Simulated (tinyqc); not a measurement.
Bandgap voltage reference from two bipolar transistors: two steps of the calculation.

Two transistors of area 1 and N carry the same current I. Is(T) = Is (T/T0)^eta exp[(Vg0 q/kB)(1/T0 - 1/T)], VBE1 = Vt ln(I/Is(T)) + I rb, VBE2 = Vt ln(I/(N Is(T))) + I rb/N. The amplifier forces I R1(T) = VBE1 - VBE2 + Vos, with R(T) = R (1 + tc (T - T0)) for both resistors, and the output is Vref = VBE1 + I R2(T). Base currents and the Early effect are neglected.

Inputs (values chosen for the exercise); values of the order met in silicon bipolar transistors: reference temperature T0 = 300 K; band-gap voltage extrapolated to 0 K Vg0 = 1.142 V; temperature exponent of the saturation current eta = 3.9; saturation current of the unit transistor at T0 Is = 3.5e-18 A; area ratio of the second transistor N = 8; resistor across which the difference of VBE falls, at T0 R1 = 34 kohm; temperature coefficient of both resistors tc = 0 ppm/K; offset of the amplifier Vos = 0.6 mV; series resistance of the unit transistor rb = 0 ohm; output resistor at T0 R2 = 337.5 kohm; temperature T = 253 K.

Constants: q = 1.602176634e-19 C, kB = 1.380649e-23 J/K. Results are converted to the units shown.

Question 1. Operating point at the reference temperature. Vt = kB T/q; I = (Vt ln N + Vos)/(R1(T) - rb (1 - 1/N)). Evaluate at T = T0.

Wanted: Vt; I; Is(T); VBE1; I R2; Vref.

Answer 1.

Vt = 0.025852 V
I = 1.5988 uA
Is(T) = 3.5000e-18 A
VBE1 = 0.69406 V
I R2 = 0.53958 V
Vref = 1.2336 V

Question 2. Operating point at another temperature. 

Give: Vt; I; Is(T); VBE1; I R2; Vref.

Answer 2.

Vt = 0.02180 V
I = 1.351 uA
Is(T) = 4.915e-22 A
VBE1 = 0.7751 V
I R2 = 0.4560 V
Vref = 1.231 V

From T0 to T, VBE1 changes by 81.0 mV and I R2 by -83.6 mV, which leaves -2.61 mV in Vref.

Program tinyqc, `OMP_NUM_THREADS=1 python tinyqc.py 2062074 2062075 out.jsonl`; Intel Xeon 2.30GHz, shared host, one thread, about 0.02 s.
